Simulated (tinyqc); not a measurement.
# Pull-up strength from the switching point

Question. Transistor (EKV form, voltages against the body): I = 2 n b Vt^2 [F(vp - Vs) - F(vp - Vd)] from drain to source, F(v) = ln^2(1 + exp(v/(2 Vt))), vp = (Vg - VT + sg |Vd - Vs|)/n. n-channel bodies are at 0; for the p-channel device all voltages are counted down from Vdd. b in uA/V^2 gives I in uA. In an inverter In(Vg = Vd = VM) equals Ip at the switching point VM. Find bp and the current there.

Parameters, values chosen for the exercise:
- T = 300 K (temperature)
- Vdd = 1 V (supply voltage)
- n = 1.12 (slope factor)
- sg = 0.085 (drain-induced barrier lowering)
- VTn = 0.26 V (n-channel threshold)
- VTp = 0.39 V (p-channel threshold (magnitude))
- bn = 160 uA/V^2 (gain factor of the pull-down transistor)

Constants: q = 1.602176634e-19 C, kB = 1.380649e-23 J/K, Vt = kB T/q. Results are converted to the units shown.

VM = 0.404572362 V

Solution. Ip is proportional to bp, so bp is In(VM) over the p-channel current for unit b.

bp = 80.00 uA/V^2
current at VM = 2.354 uA

Program tinyqc, `OMP_NUM_THREADS=1 python tinyqc.py 2340046 2340047 out.jsonl`; Intel Xeon 2.30GHz, shared host, one thread, about 0.04 s.
